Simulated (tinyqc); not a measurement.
What the thin-film term adds: Deal-Grove kinetics of thermal oxidation of silicon. Computed by tinyqc, a small Python program. Command: `OMP_NUM_THREADS=1 python tinyqc.py 3025055 3025056 out.jsonl oxide walk`. One thread of a shared host (Intel(R) Xeon(R) Processor @ 2.30GHz), about 0.06 s of CPU time with the checks.

Oxidant diffuses through the oxide and reacts at the interface, so that dx/dt = B/(A + 2x) for the oxide thickness x.

Inputs (values chosen for the exercise, close to those used for silicon): prefactor B0 = 856 um^2/h; activation energy E_B = 1.24 eV; prefactor (B/A)0 = 3.28e+06 um/h; activation energy E_A = 2 eV; temperature T = 1050 C; oxidant pressure p = 1 atm; pressure exponent m of B/A = 0.74; initial oxide x_i = 0.1 um; ratio c of the extra rate to B/A = 4.4; decay length L = 0.01 um.

Ambient: dry oxygen. Surface: (100). Extension: thin-film term.

Constants: k_B = 8.617333262e-05 eV/K.

Method:
- B = B0 p exp(-E_B/(k_B T)), B/A = (B/A)0 p^m exp(-E_A/(k_B T)), p in atm; A = B/(B/A).
- Temperatures in kelvin are T(C) + 273.15.
- tau = (x_i^2 + A x_i)/B and x = (A/2) [sqrt(1 + 4 B (t + tau)/A^2) - 1], the root of x^2 + A x = B (t + tau).
- Thin-film (Massoud) form: dx/dt = B/(A + 2x) + c (B/A) exp(-x/L), integrated from x_i by fourth-order Runge-Kutta in 2000 steps, the i-th of length (2 i - 1) t/2000^2.

length A = 0.204825 um

parabolic constant B = 0.0161960 um^2/h

linear constant B/A = 0.0790725 um/h

Thickness:
```
t (h)  Deal-Grove (um)  with the term (um)  difference (nm)
0.02           0.10080             0.10080        0.0003030
0.05           0.10199             0.10199        0.0007124
0.1            0.10396             0.10396        0.0012900
0.3            0.11167             0.11167        0.0026921
1              0.13668             0.13669        0.0035589
3              0.19685             0.19685        0.0029463
10             0.34807             0.34807        0.0019576
30             0.62343             0.62343        0.0012149
```

What follows from these numbers?

The gain reaches at most 0.00356 nm among these rows, at 1 h, and then shrinks, because the thicker film grows more slowly once diffusion matters. If the base rate kept its starting value B/(A + 2 x_i), the gain would level off at L ln(1 + c (1 + 2 x_i/A) exp(-x_i/L)) = 0.00395 nm.
